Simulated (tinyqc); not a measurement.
Leakage through a gate insulator: direct, Fowler-Nordheim, trap-assisted and Poole-Frenkel currents: one step, computed by the program tinyqc. Command: `OMP_NUM_THREADS=1 python tinyqc.py 3013464 3013465 out.jsonl oxideleak walk`. One thread of a shared host (Intel(R) Xeon(R) Processor @ 2.30GHz), about 0.01 s of CPU time with the checks.

Electrons enter from the cathode Fermi level at x = 0; the conduction band of the insulator lies phi_b - e F x above it, F = V/t. WKB exponents use a parabolic band with mass m.

Problem. Field and tunnelling without traps. For a level a distance phi(x) below the band, the WKB exponent is 2 int kappa dx with kappa = sqrt(m phi/(hbar^2/2m_0)); for a linear barrier from phi_1 down to phi_2 = max(phi_1 - e F d, 0) it is G = (4/3) sqrt(m/(hbar^2/2m_0)) (phi_1^(3/2) - phi_2^(3/2))/(e F). J_tun = e^3 F^2/(16 pi^2 hbar m phi_b) x exp(-G) / [1 - sqrt(phi_2/phi_b)]^2 with the free-electron mass in the cathode (m in m_0), phi_2 = max(phi_b - e V, 0): direct tunnelling for e V < phi_b, Fowler-Nordheim above. Image forces, back-flow and the limit on supply are left out, so J_tun is overstated below about 0.5 V. Equivalent oxide thickness = 3.9 t/eps_ox.

Inputs (values chosen for the exercise, with an insulator like Al2O3):

| quantity | value | unit |
|---|---|---|
| thickness t | 2.1 | nm |
| barrier phi_b | 2.27 | eV |
| tunnelling mass m | 0.37 | m_0 |
| static constant eps_ox | 8.87 | - |
| voltage across the insulator V | 0.34 | V |

Constants: hbar^2/(2 m_0) = 3.80998212 eV angstrom^2; e = 1.602176634e-19 C; hbar = 1.054571817e-34 J s.

Give: field F; equivalent oxide thickness; WKB exponent G; tunnelling current J_tun.

Solution.

field F = 1.619 MV/cm

equivalent oxide thickness = 0.9233 nm

WKB exponent G = 18.96

tunnelling current J_tun = 4.612 A/cm^2

The barrier is a trapezoid: direct tunnelling. Caution: at so low a voltage the back-flow from the anode and the carrier supply, left out of this formula, matter.
